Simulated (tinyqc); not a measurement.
Surface potential of a MOS transistor: implicit equation and explicit approximations: two steps of the calculation.

p-type body, charge-sheet picture, depletion and inversion only, full ionisation (an idealisation for deep acceptors), Boltzmann statistics (rough once Na exp(x - xn) passes about Nc/7). In units of Vt: xg = (Vg - Vfb)/Vt, x = psi/Vt, G = gamma/sqrt(Vt), xn = (2 phiF + Vc)/Vt. The implicit equation is (xg - x)^2 = G^2 [x - 1 + exp(x - xn)] for x above about 3. Cox = eps0 eox/tox.

Values chosen for this exercise; band and dielectric values close to those of silicon:
- T = 250 K (temperature)
- Eg = 1.12 eV (band gap)
- eps_r = 11.7 (relative permittivity)
- Nc = 2.15e19 cm^-3 (conduction-band density of states at T)
- Nv = 2.02e19 cm^-3 (valence-band density of states at T)
- eox = 3.9 (relative permittivity of the gate insulator (close to silicon dioxide))
- tox = 4.4 nm (insulator thickness)
- Na = 2.8e16 cm^-3 (acceptor density)
- Vfb = -0.59 V (flat-band voltage)
- Vc = 0.2 V (channel-body voltage)
- Vg = 1.4 V (gate-body voltage)

Constants: q = 1.602176634e-19 C, kB = 1.380649e-23 J/K, Vt = kB T/q, eps0 = 8.8541878128e-14 F/cm where lengths are in cm. Results are converted to the units shown.

Task 1. Scales. ni = sqrt(Nc Nv) exp(-Eg/(2 Vt)), Eg in volts; phiF = Vt ln(Na/ni); gamma = sqrt(2 q eps0 eps_r Na)/Cox; VT = Vfb + Vt (xn + G sqrt(xn - 1)).

Give: phiF; gamma; G; xn; VT; xg.

Result 1.

phiF = 0.41755 V
gamma = 0.12284 V^0.5
G = 0.83695
xn = 48.047
VT = 0.56877 V
xg = 92.372

Task 2. Potential, charges and gate control. psi = Vt x; N_dep = Cox Vt G sqrt(x - 1)/q; N_inv = (Cox Vt G/q) [sqrt(x - 1 + exp(x - xn)) - sqrt(x - 1)]; dpsi/dVg = 1/[1 + G^2 (1 + exp(x - xn))/(2 (xg - x))].

converged x = 55.584647
G = 0.83694978
xn = 48.047019
xg = 92.371964

Wanted: psi; N_dep; N_inv; dpsi/dVg.

Result 2.

psi = 1.1975 V
N_dep = 6.5253e11 cm^-2
N_inv = 3.2295e12 cm^-2
dpsi/dVg = 0.052956

psi lies 7.5 Vt above 2 phiF + Vc.

Computed by the program tinyqc: `OMP_NUM_THREADS=1 python tinyqc.py 2122018 2122019 out.jsonl`, one thread of a shared Intel Xeon 2.30GHz, about 0.01 s for the whole run.
